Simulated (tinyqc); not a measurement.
Inside a calculation. Model: square on-chip spiral inductor, lumped pi model.

Numbers from tinyqc (`OMP_NUM_THREADS=1 python tinyqc.py 2302160 2302161 out.jsonl`; about 0.01 s on one thread of a shared Intel Xeon 2.30GHz). Printed values are rounded.

Outer diameter do = di + 2 n wd + 2 (n - 1) sp, mean da = (do + di)/2, fill p = (do - di)/(do + di), length l = 4 n da. L = 2.34 mu0 n^2 da/(1 + 2.75 p), mu0 = 4 pi 1e-7 H/m. Rs = rho l/(wd delta (1 - exp(-th/delta))), delta = sqrt(rho/(pi f mu0)). Cs = n wd^2 eps0 eo/hu across the coil. At each end Cox = l wd eps0 eo/(2 ho) leads to the substrate branch Rsi = 2 rs he/(l wd) in parallel with Csi = l wd eps0 11.7/(2 he). With one end grounded Y = 1/(Rs + i w L) + i w Cs + 1/[1/(i w Cox) + 1/(1/Rsi + i w Csi)], w = 2 pi f; Q = -Im Y/Re Y. Eddy currents in neighbouring turns and in the substrate are left out.

Inputs (values chosen for the exercise); values of the order met in silicon radio-frequency processes:
- n = 4.5 (number of turns)
- wd = 15 um (line width)
- sp = 3 um (space between turns)
- di = 100 um (inner diameter)
- th = 3 um (metal thickness)
- rho = 3 uohm cm (metal resistivity)
- ho = 10 um (oxide below the coil)
- hu = 1.5 um (oxide between coil and underpass)
- eo = 3 (relative permittivity of the oxide)
- rs = 100 ohm cm (substrate resistivity)
- he = 50 um (effective spreading depth in the substrate)
- f = 9.3 GHz (frequency)

Constants: eps0 = 8.8541878128e-12 F/m. Results are converted to the units shown.

## Geometry and model elements

do, l, L, delta, Rs, Cs, Cox, Rsi and Csi as defined.

do = 256 um
l = 3204 um
L = 4.80675 nH
delta = 0.903939 um
Rs = 7.35520 ohm
Cs = 17.9297 fF
Cox = 63.8298 fF
Rsi = 2080.73 ohm
Csi = 49.7873 fF

Rs is 3.44 times the direct-current value in this empirical form, which overstates the skin effect of a flat slab when delta is near th and so stands in for some current crowding.

## Admittance, quality factor and apparent inductance

Series branch 1/(Rs + i w L), substrate branch, total Y, Q = -Im Y/Re Y, apparent inductance Im(1/Y)/w, metal-only value w L/Rs, share of the loss in the substrate Re(substrate branch)/Re Y.

series branch = 0.09317-3.55786i mS
substrate branch = 0.15089+1.64533i mS
Y = 0.244063-0.864823i mS
Q = 3.54344
apparent inductance = 18.3286 nH
w L/Rs = 38.1873
share of the loss in the substrate = 61.8261 %

Q is 9.28 % of the metal-only value.
